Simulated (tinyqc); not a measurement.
# Changing the width sigma_m of the model charge

Model: correction of a charged-defect supercell by a model charge and potential alignment (plane-averaged potentials). Computed by tinyqc, a small Python program. Command: `OMP_NUM_THREADS=1 python tinyqc.py 3110574 3110575 out.jsonl align sweep`. One thread of a shared host (Intel(R) Xeon(R) Processor @ 2.30GHz), about 0.02 s of CPU time with the checks.

The "true" defect charge is (1 - x) q in a Gaussian of width sigma plus x q in one of width sigma_t, so the exact answer is known; the correction sees only a single model Gaussian of width sigma_m. A Gaussian of width s has the transform rho(G) = exp(-G^2 s^2/2), normalised to 1. A uniform background cancels q, so G = 0 is left out. Potentials are those felt by a unit positive charge. E_0 is the formation energy of the isolated defect, E_cell its value in the supercell, E_lat = E_iso - E_per of the model charge, C the true less the model potential far from the defect; the exact correction is E_0 - E_cell, and the error of a scheme is E_cell plus its correction less E_0.

Inputs (values chosen for the exercise, with screening close to that of 4H-SiC):
```
quantity                                     value      unit
defect charge q                                  1         e
dielectric constant eps                       9.91         -
edge of the cubic cell L                      15.5  angstrom
width sigma of the true defect charge          1.1  angstrom
share x of the charge in a wide tail          0.21         -
width sigma_t of the tail                      1.7  angstrom
formation energy of the isolated defect E_0   1.73        eV
```

Constants: e^2/(4 pi eps_0) = 14.39964548 eV angstrom.

Method:
- Periodic energy E_per = (2 pi q^2/(eps L^3)) (e^2/(4 pi eps_0)) sum_(G != 0) rho(G)^2/G^2, G = (2 pi/L)(n1, n2, n3), |n_i| <= 16. Isolated energy: two Gaussians of charges q_a, q_b and widths a, b interact by q_a q_b (e^2/(4 pi eps_0 eps)) sqrt(2/pi)/sqrt(a^2 + b^2), and the self-energy is half the sum over pairs.
- Supercell value E_cell = E_0 + E_per - E_iso for the true charge.
- E_lat = E_iso - E_per for the model charge; point-charge value alpha q^2 e^2/(4 pi eps_0 eps 2 L) with alpha = 2.837297.
- Plane-averaged potential at distance z from the defect: V(z) = (4 pi q/(eps L^3)) (e^2/(4 pi eps_0 e)) sum_(m != 0) rho(G_m) cos(G_m z)/G_m^2, G_m = 2 pi m/L, |m| <= 40.
- C = difference at z = L/2; E_corr = E_cell + E_lat - q C. For charges that have died out at L/2, C = (2 pi q/(eps L^3)) (e^2/(4 pi eps_0 e)) (<s^2> - sigma_m^2), <s^2> = (1 - x) sigma^2 + x sigma_t^2.

One run for each value; columns: (1) width sigma_m of the model charge (angstrom); (2) E_lat (eV); (3) alignment C (V); (4) error without alignment (meV); (5) error with alignment (rounded to 1e-4 meV) (meV):
```
(1)       (2)         (3)      (4)  (5)
0.78  0.13150   0.0023399   2.3399    0
0.87  0.13114   0.0019758   1.9758    0
0.96  0.13073   0.0015720   1.5720    0
1.10  0.13002   0.0008649   0.8650    0
1.20  0.12946   0.0003010   0.3011    0
1.30  0.12885  -0.0003119  -0.3119    0
1.40  0.12819  -0.0009738  -0.9738    0
```

Over the rows, E_lat (eV) falls from 0.131 to 0.128 (exponent d ln y / d ln x -0.025 between the first rows and -0.070 between the last); alignment C (V) falls from 0.00234 to -9.74e-4; error without alignment (meV) falls from 2.34 to -0.974. E_lat and q C each change with the model width, by 3 and 3 meV over the rows, while the aligned error changes by 0.0 meV.
